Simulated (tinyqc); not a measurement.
Doping and voltage from widths and field.

Inverse problem. In the depletion approximation an abrupt p-n junction has a triangular field: peak E = q Nd xn/(eps0 eps_r) = q Na xp/(eps0 eps_r), W = xn + xp, and Vbi - V = E W/2. Find Nd, Na and Vbi - V.

Inputs (values chosen for the exercise):
- eps_r = 9.62 (relative permittivity)

Constants: q = 1.602176634e-19 C, eps0 = 8.8541878128e-14 F/cm where lengths are in cm. Results are converted to the units shown.

W = 656.89979 nm
peak field = 84.661845 kV/cm
xn = 652.30701 nm

Answer. Gauss's law on each side gives its doping from the peak field and its width; the voltage is the area of the triangle.

Nd = 6.900e15 cm^-3
Na = 9.800e17 cm^-3
Vbi - V = 2.781 V

Numbers from tinyqc (`OMP_NUM_THREADS=1 python tinyqc.py 2000120 2000121 out.jsonl`; about 0.03 s on one thread of a shared Intel Xeon 2.30GHz).
